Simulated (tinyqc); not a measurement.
X-ray reflectivity of a thin film on silicon: critical angles, Parratt recursion, fringes and roughness: one step, computed by the program tinyqc.

n = 1 - delta + i beta; the classical electron radius is r_e = 2.8179403e-6 nm. Layer 0 is vacuum, 1 the film, 2 the substrate.

Question. Fringe period, contrast and decay. Far above the critical angle the period is d theta = lambda/(2 d), or 2 pi/d in q; the envelope runs between (|r_01| - |r_12 p|)^2 and (|r_01| + |r_12 p|)^2; contrast = 2 a b/(a^2 + b^2) with a = |r_01|, b = |r_12 p|; roughness factors on the amplitudes are about exp(-q^2 sigma^2/2).

Inputs (values chosen for the exercise, modelled on a porous low-k film on silicon, copper K-alpha radiation): wavelength lambda = 0.15406 nm; film thickness d = 51.2 nm; roughness of the surface sigma_1 = 0.32 nm; roughness of the interface sigma_2 = 0.6 nm.

1000 r_01 = 1.134538-0.011401i

1000 r_12 = 0.3061145-0.0123572i

p = -0.5737213+0.8128407i

q = 4 pi sin(theta)/lambda = 2.875138 1/nm

Give: period in theta; period in q; contrast; roughness factor, surface; roughness factor, interface.

Answer.

period in theta = 0.08620 degrees

period in q = 0.1227 1/nm

contrast = 0.5011

roughness factor, surface = 0.6549

roughness factor, interface = 0.2258
